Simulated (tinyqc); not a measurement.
Worked calculation: Hueckel theory of the pi electrons with the omega technique, for the molecule [CH2+]c1ccccc1 (SMILES; centres numbered as the heavy atoms are written). One step of it, computed by the program tinyqc.

Problem. Orbitals, round 2. Diagonalise; E = alpha + x beta with beta < 0, so the largest x are filled first; degenerate levels share their electrons. P = sum n_i c_ri c_si; each orbital has its largest coefficient positive (the first on a tie).

matrix after round 1, lower triangle:
```
          1C        2C        3C        4C        5C        6C        7C
1C  0.800000
2C  1.000000  0.000000
3C  0.000000  1.000000  0.200000
4C  0.000000  0.000000  1.000000  0.000000
5C  0.000000  0.000000  0.000000  1.000000  0.200000
6C  0.000000  0.000000  0.000000  0.000000  1.000000  0.000000
7C  0.000000  1.000000  0.000000  0.000000  0.000000  1.000000  0.200000
```

pi electrons, sum of z_r less the charge = 6

Give: x values; occupations; coefficients; charge and bond-order matrix P.

Solution.

x values: 2.2553  1.5003  1.1050  0.5183  -0.9050  -1.0953  -1.9785

occupations: 2.0000  2.0000  2.0000  0.0000  0.0000  0.0000  0.0000

coefficients:
```
       MO1      MO2      MO3      MO4      MO5      MO6      MO7
1C  0.3523  -0.5395   0.0000   0.6827   0.0000  -0.2953  -0.1778
2C  0.5127  -0.3778   0.0000  -0.1923   0.0000   0.5597   0.4942
3C  0.4020  -0.0136   0.5243  -0.3912  -0.4745  -0.1588  -0.3999
4C  0.3135   0.3600   0.4745   0.0678   0.5243  -0.3539   0.3771
5C  0.3051   0.5538   0.0000   0.4263   0.0000   0.5465  -0.3462
6C  0.3135   0.3600  -0.4745   0.0678  -0.5243  -0.3539   0.3771
7C  0.4020  -0.0136  -0.5243  -0.3912   0.4745  -0.1588  -0.3999
```

charge and bond-order matrix P, lower triangle:
```
         1C       2C       3C       4C      5C      6C      7C
1C   0.8303
2C   0.7689   0.8112
3C   0.2980   0.4226   0.8734
4C  -0.1675   0.0495   0.7398   0.9061
5C  -0.3825  -0.1055   0.2302   0.5901  0.7995
6C  -0.1675   0.0495  -0.2552   0.0056  0.5901  0.9061
7C   0.2980   0.4226  -0.2261  -0.2552  0.2302  0.7398  0.8734
```
